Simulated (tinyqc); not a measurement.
From results back to parameters: static screening by free carriers. Four cases, with inputs chosen for the exercise.

Problem. At zero temperature the gas shows Friedel oscillations of period pi/kF and a Thomas-Fermi length 1/qTF; n and m are hidden.

kF = (3 pi^2 n/Mv)^(1/3), EF = c kF^2/m with c = hbar^2/2m0, n in 1/angstrom^3 (1e-24 per 1/cm^3), e2 = e^2/(4 pi eps0). Thomas-Fermi: qTF^2 = 6 pi e2 n/(eps EF). Debye: qD^2 = 4 pi e2 n/(eps kB T).

Constants: hbar^2/2m0 = 3.80998211 eV angstrom^2; e^2/(4 pi eps0) = 14.39964547 eV angstrom.

Find: kF; n; m.

Method. kF = pi/period and n = Mv kF^3/(3 pi^2); qTF^2 = 2 e2 Mv m kF/(pi eps c) then gives m.

Case 1.

Values chosen (out of a larger set: near those of GaAs; not measured data): Mv = 1 (valleys); eps = 13.3 (background dielectric constant).

period = 124.703 angstrom
1/qTF = 56.4321 angstrom

Solution.

kF = 0.02519 1/angstrom
n = 5.40e+17 1/cm^3
m = 0.069 m0

Case 2.

Values chosen (out of a larger set: near those of Ge; not measured data): Mv = 4 (valleys); eps = 16 (background dielectric constant).

period = 255.888 angstrom
1/qTF = 24.8319 angstrom

Solution.

kF = 0.01228 1/angstrom
n = 2.50e+17 1/cm^3
m = 0.220 m0

Case 3.

Values chosen (out of a larger set: near those of Ge; not measured data): Mv = 4 (valleys); eps = 16.8 (background dielectric constant).

period = 168.859 angstrom
1/qTF = 20.9094 angstrom

Solution.

kF = 0.01860 1/angstrom
n = 8.70e+17 1/cm^3
m = 0.215 m0

Case 4.

Values chosen (out of a larger set: near those of SiC; not measured data): Mv = 3 (valleys); eps = 9.48 (background dielectric constant).

period = 254.760 angstrom
1/qTF = 16.9454 angstrom

Solution.

kF = 0.01233 1/angstrom
n = 1.90e+17 1/cm^3
m = 0.371 m0

Computed by tinyqc, one run a case: `OMP_NUM_THREADS=1 python tinyqc.py N N+1 out.jsonl` with N = 1680274, 1680310, 1680397, 1680413; one thread of a shared Intel(R) Xeon(R) Processor @ 2.30GHz, about 0.01 s a run at most.
